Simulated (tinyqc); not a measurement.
What moves the results: free and nearly free electrons in a metal. A value that a table varies takes the place of the one given here.

The cubic cell holds 2 atoms: n = 2 z/a^3, kF = (3 pi^2 n)^(1/3), EF = c kF^2/m, vF = 2 c kF/(m hbar), c = hbar^2/2m0; rs = (3/(4 pi n))^(1/3)/a0; D(EF) = 3 n/(2 EF).

Square wire of width w with grain size w: rho/rho0 = 1/(1 - 3 al/2 + 3 al^2 - 3 al^3 ln(1 + 1/al)) + (3/4) (1 - p) l/w, with al = (l/w) Rg/(1 - Rg) (Mayadas-Shatzkes plus the thick-wire form of Fuchs-Sondheimer); l = hbar kF/(n e^2 rho), e = 1.602176634e-19 C.

Constants: hbar^2/2m0 = 3.80998211 eV angstrom^2; hbar = 6.58211957e-16 eV s; a0 (Bohr radius) = 0.5291772105 angstrom.

Values chosen for the exercise (near those of W, whose d bands this model ignores; the results hold for these values, not for the real material):
- a = 3.143 angstrom (bcc lattice constant)
- z = 2 (free electrons an atom)
- m = 1 m0 (mass)
- rho = 5.78 micro-ohm cm (bulk resistivity)
- p = 0.5 (specularity of the surfaces)
- Rg = 0.32 (reflection at grain boundaries)
- w = 30 nm (wire width)

## Resistivity of narrow wires

Wires:
```
w (nm)     al  grain term (factor - 1)  surface term  rho (micro-ohm cm)
200     0.020                    0.030         0.016                6.05
100     0.041                    0.060         0.032                6.31
50      0.081                    0.119         0.065                6.84
30      0.135                    0.196         0.108                7.53
20      0.203                    0.291         0.162                8.40
14      0.290                    0.412         0.231                9.50
10      0.406                    0.572         0.323               10.95
7       0.580                    0.809         0.462               13.12
```

l = 8.62 nm

What can be read from the table?

At 7 nm the resistivity is 2.27 times the bulk value; grain boundaries add more (0.81 from grains, 0.46 from surfaces). It passes twice the bulk value between 10 and 7 nm. The surface formula is meant for w above l = 9 nm, so the rows below that are rough.

## What sets the wire resistivity

All results formed anew. Each row changes one parameter from the base and keeps the others.

Results:
```
case                      EF (eV)  l (nm)  wire rho (micro-ohm cm)
base                        9.302    8.62                    7.535
a = 3.237 angstrom          8.769    9.14                    7.640
m = 1.2 m0                  7.751    8.62                    7.535
rho = 6.936 micro-ohm cm    9.302    7.18                    8.695
p = 0.8                     9.302    8.62                    7.161
Rg = 0.224                  9.302    8.62                    7.104
w = 21 nm                   9.302    8.62                    8.273
```

What does this show?

The largest shifts from the base row, up to three for each result and ties (the steps differ in size, so this ranks the rows, not the parameters). EF (eV): m -1.550, a -0.532; unchanged at the printed digits by rho, p, Rg and w. l (nm): rho -1.44, a +0.52; unchanged at the printed digits by m, p, Rg and w. wire rho (micro-ohm cm): rho +1.160, w +0.739, Rg -0.431; unchanged at the printed digits by m. The mass drops out of l at given rho, because vF falls and tau rises by the same factor.

(tinyqc, `OMP_NUM_THREADS=1 python tinyqc.py 1652313 1652314 out.jsonl`, Intel(R) Xeon(R) Processor @ 2.30GHz, 1 thread, shared host, about 0.01 s.)
